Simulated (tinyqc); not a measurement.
# On-chip interconnect, size-dependent resistivity and RC delay: what changes with what

A rectangular line between two neighbours and two ground planes. Surface and grain-boundary scattering are added to the bulk resistivity as corrections; capacitances are parallel-plate values without fringing; inductance is ignored.

Parameters, values chosen for the exercise; metal values close to those of tungsten: bulk resistivity rho0 = 5.17 uohm cm; bulk mean free path lam = 15.9 nm; specular share of surface scattering ps = 0; reflection coefficient of grain boundaries Rg = 0.3; grain size over the metal width gr = 1; drawn line width wd = 29 nm; aspect ratio, height over width AR = 1.4; liner on both walls and the bottom, not conducting tl = 1 nm; space to the neighbouring lines sp = 35 nm; dielectric height to the planes above and below hd = 34 nm; relative permittivity of the dielectric ek = 2.5; Miller factor of the neighbours Mf = 1; line length Lw = 140 um; driver resistance Rd = 15000 ohm; load capacitance Cl = 0.33 fF; bulk resistivity of the second metal (close to molybdenum) rho2 = 5.21 uohm cm; mean free path of the second metal lam2 = 11.5 nm; liner of the second metal tl2 = 0.6 nm.

Constants: eps0 = 8.8541878128e-12 F/m. Results are converted to the units shown.

Each table varies one quantity; the others keep the values above.

## Delay against the liner thickness

Metal width x = wd - 2 tl, height y = AR wd - tl; grain boundaries (Mayadas-Shatzkes): al = (lam/(gr x)) Rg/(1 - Rg), g = 1/[1 - 3 al/2 + 3 al^2 - 3 al^3 ln(1 + 1/al)] - 1; surfaces (Fuchs-Sondheimer, thick limit): s = (3/8) lam (1 - ps)(1/x + 1/y); rho = rho0 (1 + g + s); r = rho/(x y); c = eps0 ek (2 wd/hd + 2 Mf AR wd/sp). Elmore delay tE = Rd (c Lw + Cl) + r Lw (c Lw/2 + Cl); t50 is the time at which the far end of a ladder of 30 pi sections (half capacitances at both ends, Cl at the far end, a step applied through Rd) reaches half the step; line share r Lw/(Rd + r Lw); estimate 0.69 Rd (c Lw + Cl) + 0.38 r c Lw^2 + 0.69 r Lw Cl.

The same in every row: c (fF/um) = 0.08911.

Results:
```
tl (nm)  rho (uohm cm)  r (ohm/um)  tE (ps)  t50 (ps)  estimate (ps)  line share of the resistance (%)
0                8.729       74.13    260.3     187.2          184.1                             40.90
0.6              8.859       79.67    265.3     191.2          188.0                             42.65
1.1              8.976       84.79    270.1     194.9          191.5                             44.18
2.3              9.293       99.44    283.5     205.5          201.7                             48.14
2.9              9.474       108.3    291.7     211.9          207.9                             50.27
3.4              9.640       116.7    299.4     217.9          213.7                             52.14
4                9.858       128.3    310.0     226.2          221.8                             54.48
```

Estimate the missing row, tl = 1.7 nm.

Computed row:
```
tl (nm)  rho (uohm cm)  r (ohm/um)  tE (ps)  t50 (ps)  estimate (ps)  line share of the resistance (%)
1.7              9.127       91.65    276.4     199.8          196.3                             46.10
```

With this row back in the table: As tl goes from 0 to 4, r rises from 74.1 to 128 ohm/um, c stays at 0.0891 fF/um and t50 rises from 187 to 226 ps. t50/tE lies between 0.719 and 0.730, and the estimate is within 2.0 % of t50.

## Two metals against line width

Metal width x = wd - 2 tl, height y = AR wd - tl; grain boundaries (Mayadas-Shatzkes): al = (lam/(gr x)) Rg/(1 - Rg), g = 1/[1 - 3 al/2 + 3 al^2 - 3 al^3 ln(1 + 1/al)] - 1; surfaces (Fuchs-Sondheimer, thick limit): s = (3/8) lam (1 - ps)(1/x + 1/y); rho = rho0 (1 + g + s); r = rho/(x y). The second metal has rho2, lam2 and tl2 in place of rho0, lam and tl; ps, Rg, gr and AR are shared.

Results:
```
wd (nm)  rho, first (uohm cm)  rho, second (uohm cm)  r, first (ohm/um)  r, second (ohm/um)  ratio second/first
5                      36.522                 23.893              20290              9824.4             0.48420
6.5                    26.522                 18.779             7276.4              4168.4             0.57287
8                      21.398                 15.876             3496.4              2202.5             0.62994
10                     17.484                 13.517             1681.2              1146.3             0.68183
13                     14.228                 11.454             751.99              551.54             0.73343
17                     11.876                 9.9063             347.26              270.25             0.77823
22                     10.239                 8.7982             171.80              140.06             0.81528
30                     8.8195                 7.8171             76.825              65.562             0.85340
70                     6.6961                 6.3144             10.152              9.4229             0.92821
120                    6.0550                 5.8527             3.0727              2.9430             0.95778
```

Estimate the missing row, wd = 45 nm.

Computed row:
```
wd (nm)  rho, first (uohm cm)  rho, second (uohm cm)  r, first (ohm/um)  r, second (ohm/um)  ratio second/first
45                     7.5664                 6.9354             28.381              25.375             0.89410
```

With this row back in the table: The resistivity of the first metal falls from 36.5 to 6.06 uohm cm and that of the second goes from 23.9 to 5.85 uohm cm as the line widens. The products rho0 lam, which set the size effect, are 82.2 and 59.9 uohm cm nm. The second metal has the lower resistance in every row. For widths well under the mean free path the thick-limit surface term is only a guide.

tinyqc, about 0.01 s, one thread, Intel Xeon 2.30GHz (shared host): `OMP_NUM_THREADS=1 python tinyqc.py 2100113 2100114 out.jsonl`
